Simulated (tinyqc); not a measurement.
Berg model of reactive sputtering of a nitride or oxide: poisoning, hysteresis and pumping speed. Changing the target area A_t. Computed by tinyqc, a small Python program. Command: `OMP_NUM_THREADS=1 python tinyqc.py 3015796 3015797 out.jsonl berg sweep`. One thread of a shared host (Intel(R) Xeon(R) Processor @ 2.30GHz), about 0.03 s of CPU time with the checks.

A diatomic gas reacts with bare metal on the target and on the collecting surfaces; ions remove metal and compound from the target. theta_t and theta_c are the compound fractions.

Inputs (values chosen for the exercise, close to those used for titanium dioxide):
```
quantity                         value     unit
ion current density J               36  mA/cm^2
collecting area A_c               3300     cm^2
metal yield Y_m                   0.49        -
compound yield Y_c               0.025        -
sticking coefficient alpha        0.57        -
reactive atoms per metal atom z      2        -
gas mass M                          32        u
pumping speed S                    200      l/s
gas temperature T                  300        K
reactive partial pressure P      0.018       Pa
```

Constants: e = 1.602176634e-19 C; u = 1.6605390666e-27 kg; k_B = 1.380649e-23 J/K.

Method. Ion flux j = J/e; gas flux F = P/sqrt(2 pi M k_B T). Target: (2/z) alpha F (1 - theta_t) = j Y_c theta_t. Sputtered flows F_c = j Y_c theta_t A_t, F_m = j Y_m (1 - theta_t) A_t. Collector: (2/z) alpha F (1 - theta_c) A_c + F_c (1 - theta_c) = F_m theta_c. Gas use Q = alpha F [(1 - theta_t) A_t + (1 - theta_c) A_c] + P S/(k_B T); 1 sccm = 4.4780e17 molecules/s. Rate R = F_m + F_c, given relative to j Y_m A_t. P is a single-valued function of the flow Q only if dQ/dP > 0 everywhere: S must exceed k_B T times the steepest fall of the surface terms with P.

One run for each value:
```
target area A_t (cm^2)  critical pumping speed (l/s)  theta_c  total flow Q (sccm)
5.0                                            216.7  0.99898                2.201
9.9                                            334.0  0.99798                2.455
20.0                                           494.2  0.99593                2.977
39.0                                           679.0  0.99210                3.953
150.0                                         1093.5  0.97045                9.512
300.0                                         1288.5  0.94301               16.656
600.0                                         1445.1  0.89360               29.828
```

Give the missing row, target area A_t (cm^2) = 77.0.

Computed row:
```
target area A_t (cm^2)  critical pumping speed (l/s)  theta_c  total flow Q (sccm)
77.0                                           887.4  0.98455                5.884
```

Interpolating between the two neighbouring rows (the first column on a logarithmic scale, the others too where they are positive) misses most in total flow Q (sccm), by 4.7 %. Over the rows, critical pumping speed (l/s) rises from 217 to 1450 (exponent d ln y / d ln x 0.63 between the first rows and 0.17 between the last); theta_c falls from 0.999 to 0.894 (exponent d ln y / d ln x -0.0015 between the first rows and -0.078 between the last); total flow Q (sccm) rises from 2.20 to 29.8 (exponent d ln y / d ln x 0.16 between the first rows and 0.84 between the last). A smaller eroded area lowers the critical pumping speed, one known way to remove the hysteresis.

Caution (rows 77.0, 150, 300, 600): here dQ/dP is negative, a branch that flow control cannot hold.
